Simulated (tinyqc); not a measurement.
Inside a calculation. Method: Hueckel theory of the pi electrons with the omega technique, for the molecule BC(=O)C([CH2+])=CC=C (SMILES; centres numbered as the heavy atoms are written). Computed by tinyqc, a small Python program that keeps every step. Settings: charge = 1, omega = 1.4, damping = 0.3. Command: `OMP_NUM_THREADS=1 python tinyqc.py 22443 22444 out.jsonl` (the two numbers bound the seeds that draw the settings). One thread of a shared host (Intel(R) Xeon(R) Processor @ 2.60GHz), about 0.01 s of CPU time with the checks.

Centres:
```
centre,"z_r, pi electrons of the neutral centre",h
1B,0,-1.000000
2C,1,0.000000
3O,1,1.000000
4C,1,0.000000
5C,1,0.000000
6C,1,0.000000
7C,1,0.000000
8C,1,0.000000
```

Bonds:
```
i,j,k
1,2,0.700000
2,3,1
2,4,1
4,5,1
4,6,1
6,7,1
7,8,1
```

Each round sets h_r = h_r(0) + omega (z_r - P_rr), keeping the share named as damping of the old diagonal; repeat until output and input diagonals agree to 1e-6.

Rounds:
```
round,sum n x,largest |h(out) - h(in)|
1,9.263197,6.31e-01
2,9.748099,4.20e-01
3,10.132708,2.41e-01
4,10.112149,1.64e-01
5,10.187267,1.04e-01
6,10.156760,7.66e-02
7,10.181766,6.00e-02
8,10.165949,4.57e-02
9,10.176997,3.53e-02
10,10.169155,2.70e-02
11,10.174658,2.07e-02
12,10.170609,1.58e-02
13,10.173526,1.21e-02
14,10.171345,9.27e-03
15,10.172950,7.09e-03
16,10.171740,5.42e-03
17,10.172644,4.14e-03
18,10.171958,3.16e-03
19,10.172475,2.41e-03
20,10.172082,1.84e-03
21,10.172380,1.41e-03
22,10.172153,1.07e-03
23,10.172326,8.20e-04
24,10.172194,6.26e-04
25,10.172294,4.78e-04
26,10.172218,3.65e-04
27,10.172276,2.79e-04
28,10.172232,2.13e-04
29,10.172266,1.62e-04
30,10.172240,1.24e-04
31,10.172259,9.46e-05
32,10.172244,7.22e-05
33,10.172256,5.51e-05
34,10.172247,4.21e-05
35,10.172254,3.21e-05
36,10.172249,2.45e-05
37,10.172253,1.87e-05
38,10.172250,1.43e-05
39,10.172252,1.09e-05
40,10.172250,8.33e-06
```

Can the last value be used, and what does the course show?

Not by the stop rule, although the second column moves by less than 1e-05 over the last three steps. Not converged within 40 rounds: the residual falls steadily but slowly, by a factor of about 0.76 a step. Reruns: damping 0.5: converged in 19; damping 0.8: not converged.
